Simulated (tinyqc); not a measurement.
## Landau coefficients from the transition

Question. u = a0 (T - T0) P^2 + be P^4 + ga P^6 (P in uC/cm^2, E in kV/cm, u in mJ/cm^3). Above the transition chi = Cw/(T - T0) with Cw = 1/(2 eps0 a0); at TC = T0 + be^2/(4 a0 ga) the polarisation jumps by sqrt(-be/(2 ga)). Find a0, be and ga.

Values chosen for this exercise: Curie-Weiss temperature T0 = 381 K.

Constants: eps0 = 8.8541878128e-14 F/cm where lengths are in cm. Results are converted to the units shown.

TC = 416.360963 K
jump of P at TC = 22.8632297 uC/cm^2
Curie constant = 3.32179137e5 K

Solution. The Curie constant gives a0. At TC both u = 0 and du/dP = 0, which give ga = al/P^4 and be = -2 al/P^2 with al = a0 (TC - T0).

a0 = 0.01700 kV cm/(uC K)
be = -0.002300 kV cm^5/uC^3
ga = 2.200e-6 kV cm^9/uC^5

Numbers from tinyqc (`OMP_NUM_THREADS=1 python tinyqc.py 2860120 2860121 out.jsonl`; about 0.01 s on one thread of a shared Intel Xeon 2.30GHz).
